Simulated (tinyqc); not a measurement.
Contact transmission and back-scattering length from two lengths.

Inverse problem. A channel with M modes has R = RQ (2/tc - 1 + L/lam), RQ = (h/2q^2)/M. Find lam and tc.

Constants: q = 1.602176634e-19 C, h = 6.62607015e-34 J s. Results are converted to the units shown.

R at L = 2.6 and 21 nm (ohm um): 91.882343  232.20862
M = 325.44735 1/um

Answer. The slope is RQ/lam and the intercept RQ (2/tc - 1).

lam = 5.20 nm
tc = 0.710

tinyqc, about 0.01 s, one thread, Intel Xeon 2.30GHz (shared host): `OMP_NUM_THREADS=1 python tinyqc.py 2760004 2760005 out.jsonl`
